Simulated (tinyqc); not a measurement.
# From one set of inputs to another, one input at a time

Model: composition and strain of an epitaxial Si(1-x)Ge(x) layer from Raman and X-ray peaks. Computed by tinyqc, a small Python program. Command: `OMP_NUM_THREADS=1 python tinyqc.py 3002340 3002341 out.jsonl epiraman ladder`. One thread of a shared host (Intel(R) Xeon(R) Processor @ 2.30GHz), about 0.01 s of CPU time with the checks.

A (001) layer, biaxially strained in the plane. The Raman peaks follow empirical lines omega = w0 + c1 x + c3 x^3 + b eps (c3 for Si-Ge alone), with eps the in-plane strain.

The inputs printed are set A. Inputs not listed in the table keep their values of set A, so the rows need not describe a real material.

Inputs (values chosen for the exercise, modelled on silicon-germanium): Ge fraction x = 0.36; degree of relaxation R = 0.25; lattice constant of Si = 5.431 angstrom; lattice constant of Ge = 5.658 angstrom; bowing B = 0.025 angstrom; 2 C12/C11 of Si = 0.764; 2 C12/C11 of Ge = 0.747; X-ray wavelength = 1.540598 angstrom.

Substrate: silicon.

Method:
- Relaxed lattice constant a(x) = a_Si + (a_Ge - a_Si) x - B x (1 - x).
- In-plane constant a_par = a_sub + R (a(x) - a_sub); eps = a_par/a(x) - 1; eps_perp = -(2 C12/C11) eps with 2 C12/C11 linear in x; a_perp = a(x) (1 + eps_perp).
- Bragg angle theta = arcsin(2 lambda/a) for (004), for the substrate with a_sub and the layer with a_perp; separation in arc seconds.

Each row keeps all changes above it:
```
input moved              from     to  in-plane strain eps (per mille)  separation, layer less substrate (arcsec)  a_perp (angstrom)
set A                       -      -                           -10.35                                      -3035              5.550
Ge fraction x            0.36   0.61                           -17.86                                      -5183              5.638
degree of relaxation R   0.25   0.66                            -8.10                                      -4197              5.597
bowing B (angstrom)     0.025  0.029                            -8.04                                      -4168              5.596
2 C12/C11 of Si         0.764  0.774                            -8.04                                      -4173              5.596
```

In-plane strain eps goes from -10.3 to -8.04, +2.3 in all. The largest single move comes from degree of relaxation R (+9.77), and Ge fraction x works against it (-7.52). separation, layer less substrate goes from -3040 to -4170, -1.14e+03 in all. The largest single move comes from Ge fraction x (-2.15e+03), and degree of relaxation R works against it (+986). a_perp goes from 5.55 to 5.60, a factor 1.008 in all. The largest single move comes from Ge fraction x (a factor 1.016), and degree of relaxation R works against it (a factor 0.9927). The single moves hold for this order of the switches; the total does not depend on the order.

Extremes, crossings and ranges named in words are read from the listed rows.
